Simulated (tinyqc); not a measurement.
# Carrier lifetime of an n-type layer with SRH, radiative, Auger and surface recombination: two studies

Uniform excess density dn = dp (no trapping), n = n0 + dn, p = p0 + dn, Boltzmann statistics, full ionisation. Surfaces enter as a rate 2 S dn/d, which holds while diffusion to them is fast.

Values chosen for this exercise; band and dielectric values close to those of silicon:
```
symbol,value,unit,meaning
T,300,K,temperature
Eg,1.12,eV,band gap
Nc,2.8e19,cm^-3,conduction-band density of states at T
Nv,2.61e19,cm^-3,valence-band density of states at T
B,4.76e-15,cm^3/s,radiative coefficient
N,2.1e15,cm^-3,donor density
Cn,2.8e-31,cm^6/s,Auger coefficient (two electrons)
Cp,9.5e-32,cm^6/s,Auger coefficient (two holes)
Nt,5.7e13,cm^-3,trap density
sn,1e-17,cm^2,capture cross-section for electrons
sp,1e-15,cm^2,capture cross-section for holes
vth,2.5e7,cm/s,thermal velocity (both carriers)
Et,0.88,eV,trap level below the conduction band
S,1000,cm/s,surface recombination velocity (both faces)
d,3,um,sample thickness
```

Constants: q = 1.602176634e-19 C, kB = 1.380649e-23 J/K, Vt = kB T/q. Results are converted to the units shown.

Each table varies one quantity; the others keep the values above.

## Lifetime against injection

ni = sqrt(Nc Nv) exp(-Eg/(2 Vt)), Eg in volts; majority density N/2 + sqrt(N^2/4 + ni^2), n0 p0 = ni^2; n1 = Nc exp(-Et/Vt), p1 = Nv exp((Et - Eg)/Vt); tn0 = 1/(sn vth Nt), tp0 = 1/(sp vth Nt). With e = n p - ni^2 = dn (n0 + p0 + dn): U_SRH = e/(tp0 (n + n1) + tn0 (p + p1)), U_rad = B e, U_Aug = (Cn n + Cp p) e, U_s = 2 S dn/d. Each tau is dn over its rate; tau = dn/U with U the sum.

The same in every row: tau_s (s) = 1.500e-7.

Lifetime against injection:
```
dn (cm^-3),tau_SRH (s),tau_rad (s),tau_Aug (s),tau (s),radiative share (%),largest path
1e11,8.176e-5,0.1000,0.8098,1.497e-7,1.497e-4,surface
1e12,8.175e-5,0.09999,0.8089,1.497e-7,1.497e-4,surface
1e13,8.171e-5,0.09957,0.8009,1.497e-7,1.504e-4,surface
1e14,8.126e-5,0.09549,0.7267,1.497e-7,1.568e-4,surface
1e15,7.825e-5,0.06777,0.3350,1.497e-7,2.209e-4,surface
1e16,7.277e-5,0.01736,0.01905,1.497e-7,8.621e-4,surface
1e17,7.110e-5,0.002058,2.571e-4,1.496e-7,0.007270,surface
1e18,7.090e-5,2.096e-4,2.657e-6,1.416e-7,0.06755,surface
1e19,7.088e-5,2.100e-5,2.666e-8,2.260e-8,0.1076,Auger
```

Surface recombination leads at dn = 1e11, Auger from 1e19 on. The total lifetime falls from 1.50e-7 to 2.26e-8 s. tau_SRH goes from 8.18e-5 s (low-injection limit 8.18e-5 s) to 7.09e-5 s (high-injection limit tn0 + tp0 = 7.09e-5 s). Between the last two rows tau_rad goes as dn^(-1.00) and tau_Aug as dn^(-2.00); the radiative share rises from 1.50e-4 to 0.108 %. For dn = 1e19 the carriers are degenerate, where B and the Auger coefficients no longer stay constant.

## Effect of the capture cross-section for electrons at dn = 1e17 cm^-3

Same model as above.

Here dn = 1e17 cm^-3.

The same in every row: tau_rad (s) = 0.002058; tau_Aug (s) = 2.571e-4; tau_s (s) = 1.500e-7.

Result of one run:
```
sn (cm^2),tau_SRH (s),tau (s),radiative share (%),largest path
1e-15,1.406e-6,1.355e-7,0.006583,surface
```

What becomes of these results when the capture cross-section for electrons sn is changed from 1e-15 to 1e-18 cm^2, all else the same?

Result of the changed run:
```
sn (cm^2),tau_SRH (s),tau (s),radiative share (%),largest path
1e-18,7.047e-4,1.499e-7,0.007284,surface
```

The whole series:
```
sn (cm^2),tau_SRH (s),tau (s),radiative share (%),largest path
1e-18,7.047e-4,1.499e-7,0.007284,surface
1e-17,7.110e-5,1.496e-7,0.007270,surface
1e-16,7.742e-6,1.471e-7,0.007147,surface
1e-15,1.406e-6,1.355e-7,0.006583,surface
1e-14,7.722e-7,1.255e-7,0.006101,surface
1e-13,7.088e-7,1.237e-7,0.006013,surface
1e-12,7.025e-7,1.235e-7,0.006004,surface
```

Surface recombination leads at sn = 1e-18 and in all other rows. tau_SRH falls from 7.05e-4 to 7.02e-7 s and the total lifetime falls from 1.50e-7 to 1.24e-7 s.

Computed by the program tinyqc: `OMP_NUM_THREADS=1 python tinyqc.py 2300105 2300106 out.jsonl`, one thread of a shared Intel Xeon 2.30GHz, about 0.01 s for the whole run.
